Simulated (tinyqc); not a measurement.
## Lifetime from the low-frequency admittance

Question. At low frequency a p+-n diode with a base of width wb has C_diff/G = (tau/2)(1 - 2 x/sinh 2x), x = wb/sqrt(Dp tau). Find tau, x and the limit of C_diff/G for infinite lifetime, wb^2/(3 Dp).

Parameters, values chosen for the exercise:

| symbol | value | unit | meaning |
|---|---|---|---|
| Dp | 7.1 | cm^2/s | hole diffusion coefficient |
| wb | 2.7 | um | width of the neutral base |

G = 18.235182 S/cm^2
C_diff = 0.050132613 uF/cm^2

Answer. The ratio rises steadily with tau from tau/2 (long base) towards wb^2/(3 Dp) (short base), so one lifetime matches as long as the ratio is below that limit.

tau = 2.000e-8 s
x = 0.7165
limit of C_diff/G = 3.423e-9 s

tinyqc, about 0.01 s, one thread, Intel Xeon 2.30GHz (shared host): `OMP_NUM_THREADS=1 python tinyqc.py 2890135 2890136 out.jsonl`
